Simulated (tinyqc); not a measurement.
p-type polysilicon, carrier trapping at grain boundaries: two steps of the calculation.

One-dimensional grains of size Lg, uniform ionised doping N, monovalent traps Qt at each boundary at a depth Et below (for electrons) or above (for holes) the band edge there, abrupt depletion of width W on each side of a boundary, Boltzmann statistics. xi is the distance from the band edge at the grain centre to the Fermi level. Trapped charge Qt/(1 + exp((xi + VB - Et)/Vt)) = 2 N W, barrier VB = q N W^2/(2 eps0 eps_r).

Parameters, values chosen for the exercise; values of the order met in polycrystalline silicon: temperature T = 300 K; relative permittivity eps_r = 11.7; valence-band density of states at T NB = 2.65e19 cm^-3; grain size Lg = 15 nm; trap density of a grain boundary Qt = 2.5e12 cm^-2; depth of the trap level from the majority band edge at the boundary Et = 0.3 eV; mass for thermionic emission ms = 0.57 m0; correction factor of the emission rate fe = 0.12; mobility inside the grains mug = 110 cm^2/(V s); doping N = 1.1e19 cm^-3.

Constants: q = 1.602176634e-19 C, kB = 1.380649e-23 J/K, m0 = 9.1093837015e-31 kg, Vt = kB T/q, eps0 = 8.8541878128e-14 F/cm where lengths are in cm. Results are converted to the units shown.

Question 1. Depletion width, Fermi level and barrier. If the trap equation with xi = Vt ln(NB/N) has a root W < Lg/2, the grain is partly depleted; otherwise W = Lg/2 and the trap equation gives xi = Et - VB + Vt ln(Qt/(N Lg) - 1). N* = Qt/Lg.

Give: N*; W; xi; VB; share of traps filled.

Answer 1.

N* = 1.667e18 cm^-3
W = 1.136 nm
xi = 0.02273 V
VB = 0.01098 V
share of traps filled = 1.000

N is 6.60 N*, and the grain is partly depleted; VB = 0.425 Vt.

Question 2. Resistivity and effective mobility. n0 = NB exp(-xi/Vt); mean density n0 (1 - 2 W/Lg) by charge balance in a partly depleted grain, and n0 (sqrt(pi)/2) erf(u)/u with u = sqrt(VB/Vt) in a fully depleted one; v = sqrt(kB T/(2 pi ms m0)); barrier resistivity Vt exp(VB/Vt)/(q fe n0 v Lg); grain resistivity (1 - 2 W/Lg)/(q n0 mug); effective mobility 1/(q mean density total resistivity).

W = 1.1363254 nm
xi = 0.022730357 V
VB = 0.010983581 V

Find: n0; mean density; v; barrier resistivity; grain resistivity; resistivity; effective mobility.

Answer 2.

n0 = 1.100e19 cm^-3
mean density = 9.333e18 cm^-3
v = 3.563e6 cm/s
barrier resistivity = 0.03498 ohm cm
grain resistivity = 4.377e-3 ohm cm
resistivity = 0.03936 ohm cm
effective mobility = 16.99 cm^2/(V s)

The resistivity is 7.63 times that of a single crystal with the same N and mobility mug, and the mean density is 84.8 % of N.

tinyqc, about 0.01 s, one thread, Intel Xeon 2.30GHz (shared host): `OMP_NUM_THREADS=1 python tinyqc.py 2830001 2830002 out.jsonl`
